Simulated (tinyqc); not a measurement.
# Doping and flat-band voltage from the body effect

Problem. VT = Vfb + 2 phiF + gamma sqrt(2 phiF + Vsb), phiF = Vt ln(Na/ni), gamma = sqrt(2 q eps0 eps_r Na)/Cox, Cox = eps0 eox/tox. Find Na, gamma and Vfb from two thresholds.

Values chosen for this exercise; material values close to those of silicon:
- T = 293 K (temperature)
- eps_r = 11.9 (relative permittivity of the semiconductor)
- eox = 25.2 (relative permittivity of the gate insulator)
- tox = 65 nm (insulator thickness)

Constants: q = 1.602176634e-19 C, kB = 1.380649e-23 J/K, Vt = kB T/q, eps0 = 8.8541878128e-14 F/cm where lengths are in cm. Results are converted to the units shown.

VT at Vsb = 0 and 0.9 V (V): 1.9692297  2.5692244
ni = 9.0940267e9 cm^-3

Answer. The difference of the thresholds, gamma [sqrt(2 phiF + Vsb) - sqrt(2 phiF)], holds no Vfb and rises with Na, so it has one root; Vfb then follows from the first threshold.

Na = 8.30e17 cm^-3
gamma = 1.54 V^0.5
Vfb = -0.440 V

tinyqc, about 0.05 s, one thread, Intel Xeon 2.30GHz (shared host): `OMP_NUM_THREADS=1 python tinyqc.py 2360090 2360091 out.jsonl`
